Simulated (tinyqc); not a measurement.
Tunnelling through a gate dielectric with the two-band (Franz) dispersion, WKB transmission and Tsu-Esaki current: one step of the calculation.

Electrons leave the emitter at x = 0. Energies E (motion across the layers) are in eV from the emitter Fermi level; the collector Fermi level lies at -V and offers states at every E. No charge in the dielectric and no image force: F1 = V/t1, U = phi1 - F1 x. With C = hbar^2/(2 m0), kappa = sqrt(m u (1 - u/Egx)/C), u = U - E where U > E and 0 elsewhere; T(E) = exp(-S), S = 2 times the integral of kappa over x.

Problem. WKB exponent in closed form. Each layer adds (2/F) sqrt(m/C) [G(u at its left edge) - G(u at its right edge)] to S, with u = U - E (0 where negative) and G(u) = Egx^1.5 (th - sin(4 th)/4)/4, th = arcsin sqrt(u/Egx). The slope follows from 1/d = -dS/dE.

Parameters, values chosen for the exercise; dielectric values close to those of hafnium oxide: barrier of layer 1 above the emitter Fermi level at zero bias phi1 = 1.55 eV; tunnelling mass of layer 1 m1 = 0.19 m0; thickness of layer 1 t1 = 2.2 nm; gap parameter of the two-band dispersion, set freely Egx = 5.6 eV; voltage across the dielectric V = 1 V; energy of the electron followed E = 0 eV.

Constants: q = 1.602176634e-19 C, hbar = 1.054571817e-34 J s, m0 = 9.1093837015e-31 kg, hbar^2/(2 m0) = 0.0380998212 eV nm^2. Results are converted to the units shown.

Give: S; T(E); energy d over which T(E) grows by a factor e.

Solution.

S = 8.941
T(E) = 1.309e-4
energy d over which T(E) grows by a factor e = 0.2871 eV

The midpoint rule gives S = 8.9451, so its T(E) is 0.41 % below this value. The band edge stays above E through the whole stack: direct tunnelling through a trapezoid.

Program tinyqc, `OMP_NUM_THREADS=1 python tinyqc.py 2540116 2540117 out.jsonl`; Intel Xeon 2.30GHz, shared host, one thread, about 0.04 s.
